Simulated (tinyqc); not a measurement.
Direct against trap-assisted paths: tunnelling through a thin dielectric with one trap, as a tight-binding chain.

Hopping -t everywhere, t = c/(m a^2), c = hbar^2/2m0; lead sites at 2t (band bottom 0), barrier sites 1 to N at 2t + phi, and site j has U besides. No voltage. Leads give S = -t exp(ika) on sites 1 and N, cos(ka) = 1 - E/(2t). T = (2 t sin(ka))^2 |G_1N|^2, G = (E - H - S)^-1. In the barrier cosh(q a) = 1 + (phi - E)/(2t).

Resonance: the lowest eigenvalue of H + S(E), iterated until its real part equals E (40 rounds from Eb = phi + 2t - sqrt(4t^2 + U^2), the level in an endless barrier). With v the normalised squared amplitudes of that state, Gamma_L = 2 t sin(ka) v_1, Gamma_R = 2 t sin(ka) v_N; Breit-Wigner T = Gamma_L Gamma_R/((E - Er)^2 + (Gamma_L + Gamma_R)^2/4).

Constants: hbar^2/2m0 = 3.80998211 eV angstrom^2.

Values chosen for the exercise (barrier and mass of the size used for HfO2 on silicon; shifted at random, so the results belong to these values and not to a real crystal): a = 3 angstrom (site spacing); m = 0.19 m0 (mass, the same in leads and barrier); phi = 1.67 eV (conduction edge of the barrier above that of the leads); U = -2.92 eV (extra energy on the trap site).

N odd, the trap in the middle, j = (N + 1)/2. Direct T is that without trap at the energy Er; area = 2 pi Gamma_L Gamma_R/(Gamma_L + Gamma_R). The exponents are the slopes of the logarithms between the last two rows, per angstrom.

Against thickness:
```
N   N a (angstrom)  Er (eV)  direct T  area (meV)
5             15.0   0.7736   0.00776         475
7             21.0   0.7970  0.000715         138
9             27.0   0.7987  6.15e-05        39.7
11            33.0   0.7987  5.24e-06        11.5
13            39.0   0.7986  4.46e-07        3.36
15            45.0   0.7985  3.80e-08       0.980
17            51.0   0.7985  3.24e-09       0.286
```

exponents (1/angstrom): direct 0.4104, through the trap 0.2052

The direct path falls as exp(-0.410 d) and the path through a central trap as exp(-0.205 d), 2.00 times more slowly, since each step crosses half the layer. From 5 to 17 sites the first loses 6.4 decades and the second 3.2: in thicker layers even few traps rule the leakage. Inelastic capture with phonons is left out.

Program tinyqc; command `OMP_NUM_THREADS=1 python tinyqc.py 1450848 1450849 out.jsonl`; about 0.05 s on one thread of a shared Intel(R) Xeon(R) Processor @ 2.30GHz.
